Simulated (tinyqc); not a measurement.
Spin coating of a resist or spin-on film: centrifugal thinning, evaporation and the final thickness (Emslie and Meyerhofer models): one step, computed by the program tinyqc.

A Newtonian film stays uniform over the wafer; solvent and solids have the same density and the concentration is uniform through the thickness.

Question. Thinning without evaporation. dh/dt = -K h^3 gives h = h0/sqrt(1 + 2 K h0^2 t); for long times h = 1/sqrt(2 K t).

Inputs (values chosen for the exercise, of the order of those of a polymer resist in an ester solvent): starting thickness h0 = 200 micrometre; time t = 0.81 s.

flow constant K = 8.811122e-04 1/(micrometre^2 s)

Give: h(t) without evaporation; long-time form; time 1/(2 K h0^2).

Answer.

h(t) without evaporation = 26.24 micrometre

long-time form = 26.47 micrometre

time 1/(2 K h0^2) = 0.01419 s

The long-time form is within 0.87 %: the starting thickness is forgotten.
